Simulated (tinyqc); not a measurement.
Phonon transmission through an interface between two chains by Green functions: one step, computed by the program tinyqc.

Two semi-infinite chains (masses m_1, m_2; springs k_1, k_2), motion along the chain. The central region holds the end atom of each chain and one interlayer atom of mass m_b, joined by springs k_b. lambda = omega^2 in eV/(angstrom^2 u); nu = 15.6333042 THz x sqrt(lambda).

Question. Band tops and impedances. nu_max = 15.6333042 THz x 2 sqrt(k/m); impedance Z = sqrt(k m); long-wave transmission 4 Z_1 Z_2/(Z_1 + Z_2)^2; the probe frequency is the given share of the lower band top.

Inputs (values chosen for the exercise, for two model chains): mass m_1 = 70.1 u; spring k_1 = 5.89 eV/angstrom^2; mass m_2 = 224 u; spring k_2 = 9.19 eV/angstrom^2; probe frequency / lower band top = 0.45.

Atoms in the interlayer: one.

Constants: nu for 1 eV/(angstrom^2 u) = 15.6333042 THz.

Give: band top of chain 1; band top of chain 2; Z_1; Z_2; long-wave transmission; probe frequency.

Answer.

band top of chain 1 = 9.063 THz

band top of chain 2 = 6.333 THz

Z_1 = 20.32 sqrt(eV u)/angstrom

Z_2 = 45.37 sqrt(eV u)/angstrom

long-wave transmission = 0.8546

probe frequency = 2.850 THz
